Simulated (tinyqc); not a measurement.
From results back to parameters: Slater-Koster d bands of an fcc metal. Three cases, with inputs chosen for the exercise.

Problem. In an fcc d band with nearest neighbours E(t2g, Gamma) = 3 dds + 4 ddp + 5 ddd, E(eg, Gamma) = 1.5 dds + 6 ddp + 4.5 ddd, and at X = (1,0,0) the yz state has 3 dds - 4 ddp - 3 ddd. The three levels come from hidden integrals.

Find: dds, ddp, ddd.

Method. Three linear equations: the first less the third is 8 (ddp + ddd); twice the second less the first is 8 ddp + 4 ddd; their difference gives ddd.

Case 1.

levels (eV): t2g Gamma -0.5740, eg Gamma 0.9870, yz at X -2.8380

Solution.

dds, ddp, ddd (eV): -0.545  0.354  -0.071

Case 2.

levels (eV): t2g Gamma -0.5030, eg Gamma 0.5085, yz at X -1.9750

Solution.

dds, ddp, ddd (eV): -0.409  0.196  -0.012

Case 3.

levels (eV): t2g Gamma -0.8180, eg Gamma 2.0610, yz at X -5.2900

Solution.

dds, ddp, ddd (eV): -0.979  0.676  -0.117

Computed by tinyqc, one run a case: `OMP_NUM_THREADS=1 python tinyqc.py N N+1 out.jsonl` with N = 1481133, 1481176, 1481221; one thread of a shared Intel(R) Xeon(R) Processor @ 2.30GHz, about 0.06 s a run at most.
